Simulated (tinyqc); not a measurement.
Thermoelectric coefficients with energy filtering, Landauer integrals: one step of the calculation.

Bulk parabolic band, x = (E - Ec)/kB T, C = hbar^2/(2 m0), kB T in eV. Modes per area gv m kB T x/(4 pi C) times the back-scattering length l0 x^rr give the transport function s0 X(x), s0 = (2 q^2/h) gv m kB T l0/(4 pi C), X = x^(1 + rr), multiplied by tb for x < xb. I_k = int X (x - eta)^k w dx, w = 1/(4 cosh^2((x - eta)/2)).

Problem. The three integrals on a coarse grid. Simpson's rule on nE equally spaced points from xa to xe.

Values chosen for this exercise: energy exponent of that length rr = 0.5; reduced Fermi level (EF - Ec)/kB T eta = 5.5; barrier height over kB T, above Ec xb = 7.1; share of the transport function left below the barrier tb = 0.2; lower end of the grid xa = 0; upper end of the grid xe = 18; points of the grid nE = 13.

Give: x; X; w; X w; I_0, I_1, I_2 on this grid.

Solution.

```
point,x,X,w,X w
0,0.000,0,0.0040536,0
1,1.500,0.36742,0.017663,0.0064897
2,3.000,1.0392,0.070104,0.072854
3,4.500,1.9092,0.19661,0.37537
4,6.000,2.9394,0.23500,0.69077
5,7.500,20.540,0.10499,2.1565
6,9.000,27.000,0.028453,0.76823
7,10.500,34.024,0.0066481,0.22619
8,12.000,41.569,0.0014989,0.062309
9,13.500,49.602,3.3524e-4,0.016629
10,15.000,58.095,7.4841e-5,0.0043478
11,16.500,67.023,1.6701e-5,0.0011194
12,18.000,76.368,3.7266e-6,2.8459e-4
```

I_0, I_1, I_2 on this grid: [7.1633, 13.676, 45.006]

Range of the model: Parabolic bands, elastic scattering and a fixed kL make these model figures, not those of a material.

Computed by the program tinyqc: `OMP_NUM_THREADS=1 python tinyqc.py 2800032 2800033 out.jsonl`, one thread of a shared Intel Xeon 2.30GHz, about 0.02 s for the whole run.
